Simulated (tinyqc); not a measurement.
Frequency dispersion of an accumulation capacitance by border traps, distributed model: two steps of the calculation.

Traps spread evenly through the insulator exchange electrons with the semiconductor by tunnelling, with tau(x) = t0 exp(2 ka x) at depth x from the interface. The admittance per area Y seen at depth x obeys dY/dx = -Y^2/(i w eps0 eox) + q Nb ln(1 + i w tau)/tau, with Y(0) = i w Cs and w = 2 pi f; the gate sees Y(tox) = G + i w C. Working variable y = Y/(i w), in uF/cm^2. Cox = eps0 eox/tox.

Parameters, values chosen for the exercise; permittivity close to that of aluminium oxide: relative permittivity of the insulator eox = 8.56; insulator thickness tox = 9.8 nm; semiconductor capacitance in accumulation Cs = 1.9 uF/cm^2; density of border traps Nb = 1.8e19 cm^-3 eV^-1; decay constant of the wave function in the insulator ka = 3.7 1/nm; time constant of a trap at the interface t0 = 2e-11 s; frequency f = 1000 Hz; depth down to which the steps are taken xe = 2.8 nm.

Constants: q = 1.602176634e-19 C, eps0 = 8.8541878128e-14 F/cm where lengths are in cm. Results are converted to the units shown.

Question 1. Scales and lumped estimate. Cox; trap-free value 1/(1/Cox + 1/Cs); response depth d = ln(1/(w t0))/(2 ka), where w tau = 1; lumped estimate: all traps within d act as C_bt = q Nb d placed at d/2, so C = 1/{1/[1/(1/Cs + d/(2 eps0 eox)) + C_bt] + (tox - d/2)/(eps0 eox)}.

Find: Cox; trap-free C; d; C_bt; lumped C.

Answer 1.

Cox = 0.7734 uF/cm^2
trap-free C = 0.5497 uF/cm^2
d = 2.147 nm
C_bt = 0.6192 uF/cm^2
lumped C = 0.6158 uF/cm^2

The traps within reach amount to 0.326 Cs and lie in the first 21.9 % of the insulator.

Question 2. Midpoint steps through the active depth. In terms of y: dy/dx = -y^2/(eps0 eox) + s(x), s = q Nb ln(1 + z)/z, z = i w tau. 11 midpoint steps of h = xe/11: y_half = y + (h/2) y'(x, y), y(new) = y + h y'(x + h/2, y_half).

Wanted: x; s; y.

Answer 2.

| point | x (nm) | s (uF/(cm^2 nm)) | y (uF/cm^2) |
|---|---|---|---|
| 0 | 0 | 0.28839+0.00000i | 1.9000+0.0000i |
| 1 | 0.25455 | 0.28839+0.00000i | 1.8552+0.0000i |
| 2 | 0.50909 | 0.28839+0.00000i | 1.8156+0.0000i |
| 3 | 0.76364 | 0.28839-0.00001i | 1.7806+0.0000i |
| 4 | 1.0182 | 0.28839-0.00003i | 1.7495+0.0000i |
| 5 | 1.2727 | 0.28839-0.00022i | 1.7218+0.0000i |
| 6 | 1.5273 | 0.28838-0.00147i | 1.6972-0.0002i |
| 7 | 1.7818 | 0.28796-0.00963i | 1.6751-0.0011i |
| 8 | 2.0364 | 0.27167-0.05802i | 1.6548-0.0070i |
| 9 | 2.2909 | 0.12334-0.11150i | 1.6191-0.0322i |
| 10 | 2.5455 | 0.02299-0.04465i | 1.5484-0.0473i |
| 11 | 2.8000 | 0.00360-0.01112i | 1.4741-0.0481i |

Program tinyqc, `OMP_NUM_THREADS=1 python tinyqc.py 2202177 2202178 out.jsonl`; Intel Xeon 2.30GHz, shared host, one thread, about 0.5 s.
